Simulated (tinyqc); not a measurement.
Growth with time: grain growth, pinning, strength and diffusional creep of a polycrystal or thin film. Computed by tinyqc, a small Python program. Command: `OMP_NUM_THREADS=1 python tinyqc.py 3008786 3008787 out.jsonl grain walk`. One thread of a shared host (Intel(R) Xeon(R) Processor @ 2.30GHz), about 0.01 s of CPU time with the checks.

One mean grain size d describes the structure.

Inputs (values chosen for the exercise, modelled on copper):
```
quantity                                    value       unit
boundary energy gamma                        0.57      J/m^2
mobility prefactor M0                     2.5e-07  m^4/(J s)
activation energy of boundary motion Q_m     1.21         eV
anneal temperature T                          621          K
initial grain size d0                         120         nm
particle volume fraction f                 0.0002          -
particle radius r                              16         nm
film thickness h                             1900         nm
surface energy gamma_s                        2.1      J/m^2
```

Sample: thin film on a substrate.

Constants: k_B = 8.617333262e-05 eV/K.

Method. M = M0 exp(-Q_m/(k_B T)). The driving pressure is 2 gamma/d. Zener pinning pressure 3 f gamma/(2 r) stops growth at d_Z = 4 r/(3 f). Grooves where boundaries meet the surface have the angle theta = arcsin(gamma/(2 gamma_s)) and are taken to stop growth at d_h = h/(2 theta), a few film thicknesses; the limit is 1/d_lim = 1/d_Z + 1/d_h. dd/dt = 2 M gamma (1/d - 1/d_lim) integrates to 2 M gamma t = d_lim (d0 - d) + d_lim^2 ln[(d_lim - d0)/(d_lim - d)]; without pinning d^2 = d0^2 + 4 M gamma t.

limit d_lim = 6549.89 nm

mobility M = 3.78514e-17 m^4/(J s)

At T:
```
t (s)     free growth (nm)  pinned growth (nm)  d/d_lim
1.50e+03               379               372.2  0.05683
5.00e+03               668               645.4  0.09853
1.50e+04              1144              1078.5  0.16466
5.00e+04              2081              1866.5  0.28497
1.50e+05              3600              2972.9  0.45389
5.00e+05              6570              4582.4  0.69962
1.50e+06             11378              5967.4  0.91108
5.00e+06             20773              6534.1  0.99759
```

The apparent exponent d ln d/d ln t of the pinned growth is at most about 0.47, below the ideal 1/2, and falls to 0.075 in the last rows: pinning hides it late.
